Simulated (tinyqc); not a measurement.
# Free and trapped electrons in a MOS channel with a dense trap tail: two studies

p-type body, charge-sheet picture, full ionisation (an idealisation for deep acceptors), Boltzmann statistics for free electrons. e = Ec - EF at the surface. Acceptor-like traps of density D(E) = D0 + De exp(-E/Ew) at depth E below Ec, from 0 to Eu, hold n_t = integral of D(E)/(1 + exp((e - E)/Vt)). psi = Eg - Vt ln(Nv/Na) - e; N_dep = sqrt(2 eps0 eps_r Na (psi - Vt)/q); n_f = sqrt(N_dep^2 + 2 eps0 eps_r Vt Nc exp(-e/Vt)/q) - N_dep; Vg = Vfb + psi + q (N_dep + n_t + n_f)/Cox, Cox = eps0 eox/tox.

Values chosen for this exercise; band and dielectric values close to those of silicon:
- T = 300 K (temperature)
- Eg = 1.13 eV (band gap)
- eps_r = 11.8 (relative permittivity)
- Nc = 2.77e19 cm^-3 (conduction-band density of states at T)
- Nv = 2.64e19 cm^-3 (valence-band density of states at T)
- eox = 3.9 (relative permittivity of the insulator)
- tox = 63 nm (insulator thickness)
- Na = 6.6e15 cm^-3 (acceptor density)
- Vfb = -0.71 V (flat-band voltage without trapped charge)
- D0 = 5.1e10 cm^-2 eV^-1 (constant background density of acceptor-like traps)
- De = 3e13 cm^-2 eV^-1 (density of the tail at the conduction edge)
- Ew = 0.11 eV (decay energy of the tail)
- Eu = 0.7 eV (depth below Ec down to which the traps reach)
- mf = 220 cm^2/(V s) (mobility of free electrons)

Constants: q = 1.602176634e-19 C, kB = 1.380649e-23 J/K, Vt = kB T/q, eps0 = 8.8541878128e-14 F/cm where lengths are in cm. Results are converted to the units shown.

Each table varies one quantity; the others keep the values above.

## Free and trapped charge against gate voltage

Free share n_f/(n_f + n_t); swing ln 10 n_f/(dn_f/dVg); field-effect mobility mf q (dn_f/dVg)/Cox, for a constant mf; oxide field q (N_dep + n_t + n_f)/(eps0 eox).

Free and trapped charge against gate voltage:

| Vg (V) | e (eV) | n_f (cm^-2) | n_t (cm^-2) | free share (%) | swing (mV/decade) | field-effect mobility (cm^2/(V s)) | oxide field (MV/cm) |
|---|---|---|---|---|---|---|---|
| 0.6 | 0.4281 | 1.506e6 | 8.205e10 | 0.001835 | 229.3 | 0.009726 | 0.1306 |
| 2.1 | 0.2258 | 3.125e9 | 4.831e11 | 0.6427 | 876.9 | 5.278 | 0.3365 |
| 3.6 | 0.1534 | 4.506e10 | 9.169e11 | 4.684 | 1953 | 34.17 | 0.5631 |
| 5.1 | 0.1144 | 1.640e11 | 1.291e12 | 11.27 | 3668 | 66.22 | 0.7951 |
| 6.6 | 0.08873 | 3.463e11 | 1.609e12 | 17.71 | 5772 | 88.86 | 1.029 |
| 8.1 | 0.06948 | 5.746e11 | 1.884e12 | 23.37 | 8005 | 106.3 | 1.264 |
| 9.6 | 0.05399 | 8.404e11 | 2.124e12 | 28.35 | 1.025e4 | 121.4 | 1.500 |
| 11.1 | 0.04095 | 1.140e12 | 2.331e12 | 32.84 | 1.248e4 | 135.3 | 1.736 |
| 12.6 | 0.02967 | 1.471e12 | 2.508e12 | 36.97 | 1.469e4 | 148.2 | 1.972 |

What does the table show?

n_f reaches 1e11 cm^-2 at Vg = 4.41 V, against 1.12 V without traps. The free share rises from 0.00184 to 37.0 % and the field-effect mobility rises from 0.00973 to 148 cm^2/(V s), although mf = 220 is constant: in the last row 67.4 % of Cox dVg goes into free electrons. The swing in the first row is 229 mV a decade (Vt ln 10 = 59.5). For Vg = 11.1, 12.6 EF lies less than 2 Vt below the band edge, or above it, where degeneracy and confinement, left out, matter.

## Effect of the acceptor density

Vfb is held fixed. VT is the Vg for n_f = 1e11 cm^-2; swing ln 10 n_f/(dn_f/dVg) at n_f = 1e8 cm^-2; the last three columns are for Vg = VT + 5 V, with free share n_f/(n_f + n_t) and field-effect mobility mf q (dn_f/dVg)/Cox; there EF is near the band edge, where Boltzmann statistics are rough.

Effect of the acceptor density:

| Na (cm^-3) | e at VT (eV) | VT (V) | q n_t/Cox at VT (V) | swing (mV/decade) | n_f (cm^-2) | free share (%) | field-effect mobility (cm^2/(V s)) |
|---|---|---|---|---|---|---|---|
| 1e15 | 0.1493 | 3.357 | 2.780 | 345.5 | 7.747e11 | 28.41 | 113.2 |
| 2e15 | 0.1428 | 3.669 | 2.945 | 374.2 | 7.863e11 | 28.26 | 115.2 |
| 6e15 | 0.1311 | 4.339 | 3.264 | 428.6 | 8.035e11 | 27.81 | 119.2 |
| 1e16 | 0.1252 | 4.749 | 3.436 | 458.6 | 8.100e11 | 27.49 | 121.2 |
| 3e16 | 0.1119 | 5.935 | 3.858 | 536.8 | 8.192e11 | 26.56 | 126.1 |
| 8e16 | 0.09951 | 7.516 | 4.292 | 628.4 | 8.210e11 | 25.47 | 130.6 |
| 2e17 | 0.08764 | 9.699 | 4.746 | 741.2 | 8.189e11 | 24.35 | 135.1 |
| 5e17 | 0.07560 | 12.96 | 5.243 | 892.8 | 8.161e11 | 23.26 | 139.9 |

As Na goes from 1e15 to 5e17, VT rises from 3.36 to 13.0 V, its part due to traps rises from 2.78 to 5.24 V, the swing rises from 346 to 893 mV/decade and the field-effect mobility rises from 113 to 140 cm^2/(V s). Most of the rise of VT is depletion charge; the trap part grows since the same n_f needs EF nearer the band edge at heavier doping.

Numbers from tinyqc (`OMP_NUM_THREADS=1 python tinyqc.py 2222025 2222026 out.jsonl`; about 0.02 s on one thread of a shared Intel Xeon 2.30GHz).
